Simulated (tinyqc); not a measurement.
What each parameter does: thin-body film or fin with hard walls, valleys of the Si type.

Six ellipsoidal valleys with their long axes along the cube axes, mass ml along the axis and mt across it. For a valley whose axis makes the angle theta with the surface normal, 1/m_z = cos^2(theta)/ml + sin^2(theta)/mt sets the confinement; in the plane the masses are m_1 = mt and m_2 = ml mt/m_z, and m_d = sqrt(m_1 m_2).

A film of thickness t between hard walls, flat band inside: E_n = c (n pi/t)^2/m_z above the bulk edge, c = hbar^2/2m0. Without degeneracy the sheet density is N2 exp((EF - Ec)/kB T) with N2 = sum_i g m_d/(2 pi c) kB T exp(-E_i/kB T) over n = 1 to 40 of each group; a classical film has t Nc with Nc = 2 g_all (m_dos kB T/(4 pi c))^(3/2), m_dos = (ml mt^2)^(1/3). The threshold shift is dVt = kB T ln(t Nc/N2).

Constants: hbar^2/2m0 = 3.80998211 eV angstrom^2; kB = 8.617333262e-05 eV/K.

Inputs chosen for the exercise (near those of Si; not measured data):
- ml = 0.91 m0 (longitudinal mass)
- mt = 0.189 m0 (transverse mass)
- face = 100 (face of the film or side wall of the fin)
- T = 300 K (temperature)
- t = 38 angstrom (body thickness)
- g_all = 6 (number of valleys)

E1 is the lowest level, and the share is that of its group in N2.

One parameter was then changed.

Results before and after:

| case | E1 (eV) | share (%) | dVt (mV) | Nc (1e19/cm^3) |
|---|---|---|---|---|
| base | 0.0286 | 94.2 | 50.1 | 2.715 |
| changed | 0.0260 | 94.5 | 48.5 | 2.847 |

Which of these changes was made? (a) t = 34 angstrom; (b) T = 270 K; (c) ml = 1.001 m0; (d) mt = 0.17 m0.
Answer: (c) ml = 1.001 m0. Of the candidates, run in turn, only this one gives the changed row.

All candidates:

| case | E1 (eV) | share (%) | dVt (mV) | Nc (1e19/cm^3) |
|---|---|---|---|---|
| base | 0.0286 | 94.2 | 50.1 | 2.715 |
| t = 34 angstrom | 0.0357 | 97.8 | 55.9 | 2.715 |
| T = 270 K | 0.0286 | 96.2 | 47.5 | 2.318 |
| ml = 1.001 m0 | 0.0260 | 94.5 | 48.5 | 2.847 |
| mt = 0.17 m0 | 0.0286 | 96.5 | 50.7 | 2.442 |

tinyqc: `OMP_NUM_THREADS=1 python tinyqc.py 1251219 1251220 out.jsonl`; about 0.01 s, one thread, shared Intel(R) Xeon(R) Processor @ 2.30GHz.
